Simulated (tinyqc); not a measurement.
# MOSFET in the linear regime without short-channel effects, parameter extraction from computed curves: extraction methods against the temperature

Inversion charge Q = Cox n Vt W0(exp((Vg - VT)/(n Vt))), W0 the Lambert function and n = nf; u = Q/Cox; mobility mu = mu0/(1 + th1 u + th2 u^2); channel resistance Rch = (L - dL)/(W mu Q); Id = Vd/(Rch + Rsd/W). Cox = eps0 eox/tox. Small Vd, no channel-length or drain effects.

From the continuous curve Id(Vg): tangent at peak gm (V_ext = Vg - Id/gm); constant current Id = 0.1 uA W/L; peak of d2Id/dVg2; Y = Id/sqrt(gm) drawn through Vg = VT + 0.6 and VT + 0.8 V, with intercept VT_Y and slope s. Mobilities gm,max L/(W Cox Vd) and s^2 L/(W Cox Vd) with the drawn L. Last column: share of Rsd/W in the total resistance at VT + 0.8 V.

Inputs (values chosen for the exercise); channel values of the order met in silicon transistors: relative permittivity of the gate insulator (close to zirconium oxide) eox = 24.9; insulator thickness tox = 4.8 nm; low-field mobility mu0 = 130 cm^2/(V s); first mobility attenuation factor th1 = 0.4 1/V; second mobility attenuation factor th2 = 0 1/V^2; threshold voltage VT = 0.2 V; body factor nf = 1.45; gate width W = 10 um; drawn gate length L = 1.5 um; drawn less effective length dL = 0.014 um; source plus drain resistance Rsd = 98 ohm um; drain voltage Vd = 0.025 V.

Constants: q = 1.602176634e-19 C, kB = 1.380649e-23 J/K, Vt = kB T/q, eps0 = 8.8541878128e-14 F/cm where lengths are in cm. Results are converted to the units shown.

Result of one run:

| T (K) | V_ext (V) | constant current (V) | second derivative (V) | VT_Y (V) | mobility from gm (cm^2/(V s)) | mobility from Y (cm^2/(V s)) | series share (%) |
|---|---|---|---|---|---|---|---|
| 110 | 0.209 | 0.197 | 0.197 | 0.232 | 106 | 126 | 2.21 |

What becomes of these results when the temperature T is changed from 110 to 77 K, all else the same?

Result of the changed run:

| T (K) | V_ext (V) | constant current (V) | second derivative (V) | VT_Y (V) | mobility from gm (cm^2/(V s)) | mobility from Y (cm^2/(V s)) | series share (%) |
|---|---|---|---|---|---|---|---|
| 77 | 0.208 | 0.203 | 0.198 | 0.226 | 110 | 127 | 2.24 |

The whole series:

| T (K) | V_ext (V) | constant current (V) | second derivative (V) | VT_Y (V) | mobility from gm (cm^2/(V s)) | mobility from Y (cm^2/(V s)) | series share (%) |
|---|---|---|---|---|---|---|---|
| 77 | 0.208 | 0.203 | 0.198 | 0.226 | 110 | 127 | 2.24 |
| 110 | 0.209 | 0.197 | 0.197 | 0.232 | 106 | 126 | 2.21 |
| 150 | 0.209 | 0.187 | 0.196 | 0.237 | 103 | 124 | 2.18 |
| 220 | 0.208 | 0.168 | 0.193 | 0.243 | 97.8 | 120 | 2.13 |
| 300 | 0.204 | 0.142 | 0.189 | 0.246 | 93.4 | 116 | 2.09 |
| 370 | 0.200 | 0.117 | 0.185 | 0.246 | 90.2 | 113 | 2.05 |
| 450 | 0.194 | 0.0867 | 0.181 | 0.243 | 87.0 | 109 | 2.02 |

The model has VT = 0.2 V and mu0 = 130 cm^2/(V s). Over the table the extracted thresholds move by 15 mV (tangent), 120 mV (constant current), 17 mV (second derivative), 20 mV (Y function). The mobility from gm falls from 110 to 87.0 and that from Y falls from 127 to 109 cm^2/(V s).

tinyqc, about 0.01 s, one thread, Intel Xeon 2.30GHz (shared host): `OMP_NUM_THREADS=1 python tinyqc.py 2210080 2210081 out.jsonl`
